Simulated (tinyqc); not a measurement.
What moves the results of Fermi-Dirac smearing: smearing for a one-band metal on the simple cubic lattice.

Lattice vectors (units of a): a1 = (1, 0, 0), a2 = (0, 1, 0), a3 = (0, 0, 1). E(k) = -t A_1(k) - t2 A_2(k), A_m the sum of cos(k . R) over the 6 nearest and 12 second lattice vectors. Mesh k = sum (j_i/N) b_i, j_i = 0 .. N-1.

With x = (E_k - mu)/sigma: Fermi-Dirac f = 1/(1 + exp(x)), s = -f ln f - (1 - f) ln(1 - f). With weights w = points/N^d (d the dimension), mu solves 2 sum w f = ne; E = 2 sum w f E_k, S = 2 sum w s, F = E - sigma S.

Parameters, chosen for this exercise: t = 1.21 eV (nearest hopping); t2 = 0 eV (second hopping); ne = 0.62 (electrons per cell); N = 4 (unshifted mesh); sigma = 0.363 eV (width).

All sums formed anew.

Results for these values:
```
case  mu (eV)   E (eV)       S   F (eV)
base  -1.7995  -2.0947  0.2272  -2.1772
```

What happens to each result for t = 1.331 eV, all else kept?

Answer: mu falls from -1.7995 to -2.0292; E falls from -2.0947 to -2.3097; S falls from 0.2272 to 0.2128; F falls from -2.1772 to -2.3869.

The same for each parameter in turn:
```
case              mu (eV)   E (eV)       S   F (eV)
base              -1.7995  -2.0947  0.2272  -2.1772
N = 8             -1.6417  -2.0682  0.2804  -2.1700
sigma = 0.726 eV  -1.6736  -1.9542  0.4845  -2.3059
ne = 0.72         -0.9657  -2.2483  0.1934  -2.3186
t2 = 0.121 eV     -1.6604  -2.2014  0.2099  -2.2776
t = 1.331 eV      -2.0292  -2.3097  0.2128  -2.3869
```

Run: tinyqc, `OMP_NUM_THREADS=1 python tinyqc.py 1681582 1681583 out.jsonl`; Intel(R) Xeon(R) Processor @ 2.30GHz, one thread, shared host; about 0.2 s of CPU time with all checks.
